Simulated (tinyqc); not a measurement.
Voltage drop against the resistance of a horizontal segment.

A grid of 25 by 25 nodes with segments Rx (rows) and Ry (columns); every node draws I1 and the central node kh I1; pads with resistance Rp sit at the nodes whose row and column are multiples of the pitch, counting from 0. The drops u = Vdd - V follow from G u = i, with G the conductance matrix and i the load currents, solved directly. Here the pitch is 3.

Values chosen for this exercise: supply voltage Vdd = 0.75 V; resistance of a vertical segment Ry = 0.3 ohm; resistance from a pad node to the supply Rp = 0.16 ohm; factor on the load at the hot node kh = 1; load current of a node in the large grid I1 = 0.1 mA.

Voltage drop against the resistance of a horizontal segment:
```
Rx (ohm)	pads	worst drop (mV)	mean drop (mV)	largest drop at a pad (mV)	largest pad current (mA)	worst drop over Vdd (%)
0.043	81	0.17551	0.15243	0.13895	0.86844	0.023401
0.085	81	0.18459	0.15869	0.14068	0.87922	0.024612
0.17	81	0.19905	0.16928	0.14211	0.88819	0.026540
0.34	81	0.22214	0.18636	0.14293	0.89328	0.029618
0.68	81	0.26123	0.21418	0.14320	0.89503	0.034831
1.4	81	0.33667	0.26528	0.14323	0.89517	0.044889
2.7	81	0.46798	0.35156	0.14322	0.89514	0.062398
```

What does the table show?

The worst drop rises from 0.176 to 0.468 mV and the mean drop rises from 0.152 to 0.352 mV. The worst drop goes as Rx^(0.07) between the first two rows and Rx^(0.50) between the last two. The central node is itself a pad.

tinyqc, about 0.2 s, one thread, Intel Xeon 2.30GHz (shared host): `OMP_NUM_THREADS=1 python tinyqc.py 2770127 2770128 out.jsonl`
